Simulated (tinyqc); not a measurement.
Mobility, diffusion coefficient and lifetime from two collectors.

Question. For an injected sheet in a field F the peak time tp at distance L obeys u^2 tp^2 + 2 D tp = L^2 with u^2 = v^2 + 4 D/tau, and the pulse area goes as exp(L (v - u)/(2 D)); v = mu F. Find u, D, mu and tau without using the Einstein relation.

Inputs (values chosen for the exercise):
```
symbol  value  unit                      meaning
F           3  V/cm  sweep field along the drift
```

distances (um): [1400, 2600]
peak times (us): [184.609909, 351.048209]
ratio of the areas, far over near = 0.247067273

Answer. The two peak times give two linear equations for u^2 and D; the area ratio gives v - u, and u^2 - v^2 = 4 D/tau gives tau.

u = 720.5 cm/s
D = 5.170 cm^2/s
mu = 200.0 cm^2/(V s)
tau = 1.300e-4 s

Computed by the program tinyqc: `OMP_NUM_THREADS=1 python tinyqc.py 2310134 2310135 out.jsonl`, one thread of a shared Intel Xeon 2.30GHz, about 0.01 s for the whole run.
